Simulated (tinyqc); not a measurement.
## Weak link from the transmission

Question. An infinite chain has hopping -t with t = 0.662 eV and site energy 0; E = -2 t cos(k) with E = -0.8 eV. One bond has the hopping -y t with 0 < y < 1, so T(E) = 4 y^2 sin^2 k/[(1 - y^2)^2 + 4 y^2 sin^2 k]. Find y and the hopping y t.

T(E) = 0.81499491

Solution. With b = |sin k| sqrt(1/T(E) - 1), (1 - y^2)/(2 y) = b, whose root below 1 is sqrt(b^2 + 1) - b.

y = 0.690
y t = 0.457 eV

Program tinyqc, `OMP_NUM_THREADS=1 python tinyqc.py 2660005 2660006 out.jsonl`; Intel Xeon 2.30GHz, shared host, one thread, about 0.02 s.
